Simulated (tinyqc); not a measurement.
# Effect of the position of a charge sheet

One sheet of 2.7e12 cm^-2 lies at the depth x from the gate; it shifts Vfb by -(q/eps0) Q s, with s = x/e2 in layer 2 and t2/e2 + (x - t2)/e1 in layer 1, and it induces the share s/(t1/e1 + t2/e2) of its image in the semiconductor.

Values chosen for this exercise: thickness of layer 1, next to the semiconductor t1 = 0.9 nm; relative permittivity of layer 1 e1 = 3.84; thickness of layer 2, next to the gate t2 = 3 nm; relative permittivity of layer 2 e2 = 22.8.

Constants: q = 1.602176634e-19 C, eps0 = 8.8541878128e-14 F/cm where lengths are in cm. Results are converted to the units shown.

Results:

| x (nm) | shift (mV) | image in the semiconductor (%) |
|---|---|---|
| 0 | 0 | 0 |
| 0.49 | -10.50 | 5.873 |
| 0.97 | -20.79 | 11.63 |
| 1.46 | -31.29 | 17.50 |
| 1.95 | -41.79 | 23.37 |
| 2.44 | -52.29 | 29.24 |
| 3.41 | -116.5 | 65.13 |
| 3.9 | -178.8 | 100.0 |

Estimate the missing row, x = 2.92 nm.

Computed row:

| x (nm) | shift (mV) | image in the semiconductor (%) |
|---|---|---|
| 2.92 | -62.57 | 35.00 |

With this row back in the table: The shift grows from 0 at the gate to -179 mV at the semiconductor, by -21.4 mV/nm in layer 2 and -127 mV/nm in layer 1, the ratio of the permittivities. A sheet between the layers has 36.0 % of its full effect.

Program tinyqc, `OMP_NUM_THREADS=1 python tinyqc.py 2010030 2010031 out.jsonl`; Intel Xeon 2.30GHz, shared host, one thread, about 0.01 s.
